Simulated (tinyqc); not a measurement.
Plane-wave Kohn-Sham cycle with exchange-only LDA in a layered model solid, step by step. One step of it, computed by the program tinyqc.

Question. Iteration 1: potential. V_H(G) = 4 pi rho(G)/G^2 for G != 0 (uniform background); v_x = -(3 rho/pi)^(1/3); V = V_ext + V_H + v_x; Fourier components f(G_m) = (1/N) sum_j f(x_j) exp(-i G_m x_j).

A solid whose potential varies along x alone (atomic units):
```
parameter                      value
period a                   11.900000
cross-section of the cell  31.000000
electrons per cell                 2
grid points                       16
plane waves -n..n, n               3
k points                           2
V1 in V1 cos(2 pi x/a)     -0.470000
V2 in V2 cos(4 pi x/a)      0.030000
```

density at the start, on the grid x_j = j a/N (e/bohr^3): [0.00542152, 0.00542152, 0.00542152, 0.00542152, 0.00542152, 0.00542152, 0.00542152, 0.00542152, 0.00542152, 0.00542152, 0.00542152, 0.00542152, 0.00542152, 0.00542152, 0.00542152, 0.00542152]

Give: Potentials on the grid; V(G_m), m = 0, 1, 2, ....

Answer.

Potentials on the grid (hartree):
```
x          V_ext     V_H      v_x        V
0.0000   -0.4400  0.0000  -0.1730  -0.6130
0.7438   -0.4130  0.0000  -0.1730  -0.5860
1.4875   -0.3323  0.0000  -0.1730  -0.5053
2.2313   -0.2011  0.0000  -0.1730  -0.3741
2.9750   -0.0300  0.0000  -0.1730  -0.2030
3.7188    0.1586  0.0000  -0.1730  -0.0143
4.4625    0.3323  0.0000  -0.1730   0.1593
5.2062    0.4554  0.0000  -0.1730   0.2824
5.9500    0.5000  0.0000  -0.1730   0.3270
6.6937    0.4554  0.0000  -0.1730   0.2824
7.4375    0.3323  0.0000  -0.1730   0.1593
8.1813    0.1586  0.0000  -0.1730  -0.0143
8.9250   -0.0300  0.0000  -0.1730  -0.2030
9.6687   -0.2011  0.0000  -0.1730  -0.3741
10.4125  -0.3323  0.0000  -0.1730  -0.5053
11.1562  -0.4130  0.0000  -0.1730  -0.5860
```

V(G_m), m = 0, 1, 2, ... (hartree): [-0.1730, -0.2350, 0.0150, 0.0000, 0.0000, 0.0000, 0.0000]
